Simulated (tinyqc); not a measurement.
# FinFET, parasitic resistance, capacitance and delay: effect of the relative permittivity of the spacer

Nf fins under one contact; each has gated perimeter p = 2 Hf + Wf and cross-section A = Hf Wf; contact width Wc = Nf pf, stack height Hs = Hf. Contact length Lc = CPP - Lg - 2 Lsp, shared by two neighbouring gates. Source and drain sides are equal. The formulas are first-order estimates, not field solutions.

Epitaxy sheet resistance Rsh = re/te, transfer length LT = sqrt(rc/Rsh), contact Rc = [sqrt(rc Rsh)/Wc] coth(Lc/(2 LT)); extension of one fin Rx = rx Lsp/A. With N fins: gate Cg = Cinv p N Lg; per side, plate Cp = ks eps0 [Wc (Hs + Hc) - N A]/Lsp, top fringe Cf = (2/pi) ks eps0 Wc ln(1 + Lg/(2 Lsp)), overlap Co = Cinv p N Lov. One fin: I = p Q vx u/(1 + |u|^1.8)^(1/1.8), Q = Cinv n Vt ln(1 + exp((Vg' - VT + dl Vd')/(n Vt))), u = Vd' mu/(vx Lg), Vg' = Vgs - v, Vd' = Vds - 2 v, with the drop on each side v = Rc (sum of I) + Rx I. Ieff = [I(Vgs = Vdd, Vds = Vdd/2) + I(Vdd/2, Vdd)]/2, total currents. With Cs = Cp + Cf + Co, the load of an inverter of two such devices driving an equal one is CL = 2 (Cg + 2 Cs) + 4 Cs + Cw (own drains counted twice for the Miller effect); delay CL Vdd/(2 Ieff).

Values chosen for this exercise; values close to those of silicon logic devices:
- T = 300 K (temperature)
- Nf = 2 (number of fins)
- Hf = 50 nm (fin height)
- Wf = 8 nm (fin width)
- pf = 42 nm (fin pitch)
- CPP = 45 nm (contacted gate pitch)
- Lg = 18 nm (gate length)
- Lsp = 8 nm (spacer length)
- Hc = 30 nm (gate height above the channel stack)
- rc = 1.8e-9 ohm cm^2 (contact resistivity)
- re = 0.00027 ohm cm (resistivity of the source-drain epitaxy)
- te = 15 nm (current-carrying depth of the epitaxy)
- rx = 0.00056 ohm cm (resistivity of the extension)
- Lov = 0.5 nm (gate overlap)
- Cinv = 2.8 uF/cm^2 (inversion capacitance)
- vx = 1.4e7 cm/s (injection velocity)
- mu = 290 cm^2/(V s) (apparent mobility)
- VT = 0.2 V (threshold at zero drain voltage)
- dl = 0.064 V/V (barrier lowering)
- n = 1.12 (subthreshold factor)
- Cw = 0.06 fF (wire load)
- Vdd = 0.7 V (supply voltage)

Constants: q = 1.602176634e-19 C, kB = 1.380649e-23 J/K, eps0 = 8.8541878128e-12 F/m, Vt = kB T/q. Results are converted to the units shown.

The same in every row: Rc (ohm) = 393.5; Rx/N (ohm) = 56.00; Ieff (uA) = 186.0.

Result of one run:

| ks | CL (aF) | delay (ps) |
|---|---|---|
| 3 | 467.7 | 0.8803 |

What becomes of these results when the relative permittivity of the spacer ks is changed from 3 to 7, all else the same?

Result of the changed run:

| ks | CL (aF) | delay (ps) |
|---|---|---|
| 7 | 688.8 | 1.296 |

The whole series:

| ks | CL (aF) | delay (ps) |
|---|---|---|
| 1 | 357.2 | 0.6723 |
| 2 | 412.5 | 0.7763 |
| 3 | 467.7 | 0.8803 |
| 4 | 523.0 | 0.9843 |
| 5.5 | 605.9 | 1.140 |
| 7 | 688.8 | 1.296 |

As ks goes from 1 to 7, Ieff stays at 186 uA, CL rises from 357 to 689 aF and the delay rises from 0.672 to 1.30 ps.

Program tinyqc, `OMP_NUM_THREADS=1 python tinyqc.py 2170058 2170059 out.jsonl`; Intel Xeon 2.30GHz, shared host, one thread, about 0.03 s.
